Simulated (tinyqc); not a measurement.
Worked calculation: charge neutrality level from zone-averaged pseudopotential bands. Values are carried at full precision from step to step, so a last printed digit may differ when a step is redone from the rounded ones.

Empirical pseudopotential on the fcc lattice, atoms at +/- tau, tau = a (1,1,1)/8, no spin-orbit coupling. H(G,G') = c (2 pi/a)^2 |k + G|^2 delta + VS(q) cos(q.tau) + i VA(q) sin(q.tau), q = G - G', c = hbar^2/2m0; k and G in units of 2 pi/a; VS at |q|^2 = 3, 8, 11 and VA at 3, 4, 11, in rydberg, zero elsewhere. At each k the basis holds all G with |k + G|^2 up to 16; energies are counted from the fourth level at Gamma.

Mesh: k = sum_i (n_i + 1/2)/N b_i, n_i = 0 ... N - 1, b = (-1,1,1), (1,-1,1), (1,1,-1); points with the same sorted |kx|, |ky|, |kz| after folding to the shortest k + G are joined, with their count as weight. Neutrality (branch-point) level: E_N = (1/2) mean over k of [E5 + (E3 + E4)/2], E_n the n-th level from below.

Constants: hbar^2/2m0 = 3.80998211 eV angstrom^2; Ry = 13.60569312 eV.

Inputs chosen for the exercise (classic local form factors of the size used for GaAs, without spin-orbit coupling; shifted at random, so the results belong to these values and not to a real crystal): a = 5.655 angstrom (lattice constant); VS = (-0.23, 0.011, 0.06) Ry (symmetric form factors); VA = (0.07, 0.051, 0.01) Ry (antisymmetric form factors); mesh = 4 (points along each reciprocal vector).

## Levels on the mesh

Diagonalise at each joined point.

Levels (eV):
```
kx          ky      kz  weight       E3       E4      E5      E6
0.1250  0.1250  0.1250       2  -0.1770  -0.1770  2.4433  4.7188
0.3750  0.1250  0.1250       6  -0.9303  -0.9282  3.2244  4.1692
0.3750  0.3750  0.1250       6  -1.7709  -0.5600  3.0951  5.0318
0.3750  0.3750  0.3750       2  -0.8136  -0.8136  1.8509  5.0661
0.6250  0.1250  0.1250       6  -2.0496  -1.6879  2.5663  3.8718
0.6250  0.3750  0.1250      12  -2.6452  -1.4362  3.7321  4.5728
0.6250  0.3750  0.3750       6  -1.8467  -1.1797  2.6937  4.6744
0.6250  0.6250  0.1250       6  -3.2115  -1.4351  2.9094  5.9702
0.8750  0.1250  0.1250       6  -2.6873  -2.1089  2.0659  3.0645
0.8750  0.3750  0.1250      12  -3.2292  -2.2593  3.3993  5.2448
```

## Gaps

Level 5 at Gamma, at the lowest of (f,0,0) with f = 0.8, 0.85, 0.9, 1, and at (1/2,1/2,1/2).

gaps to Gamma, Delta/X, L (eV): [1.4700, 1.7573, 1.7014]

## The neutrality level

Energies are counted from the valence top at Gamma. E_N = (1/2) weighted mean of [E5 + (E3 + E4)/2]. Compare with half the smallest indirect gap, min(Delta/X, L)/2, and give the barrier for electrons in the limit of full pinning, min(gaps) - E_N.

mean of E5 = 3.0233 eV
mean of (E3 + E4)/2 = -1.8842 eV
E_N = 0.5696 eV
half the indirect gap = 0.8507 eV
pinned barrier for electrons = 0.9004 eV

E_N lies at 39 % of the gap from the valence top, so pinned contacts have the lower barrier for holes. The two estimates differ by 0.28 eV; both rules are good to a few tenths of an eV only, so a position within that distance of a band edge or of mid-gap is not settled. Local form factors place the indirect gaps only to a few tenths of an eV, and E_N moves with them. Spin-orbit coupling, left out, would lift the valence top by a third of its splitting.

## Checks

- Sum of the weights against N^3: both 64.

Program tinyqc; command `OMP_NUM_THREADS=1 python tinyqc.py 1850469 1850470 out.jsonl`; about 0.1 s on one thread of a shared Intel(R) Xeon(R) Processor @ 2.30GHz.
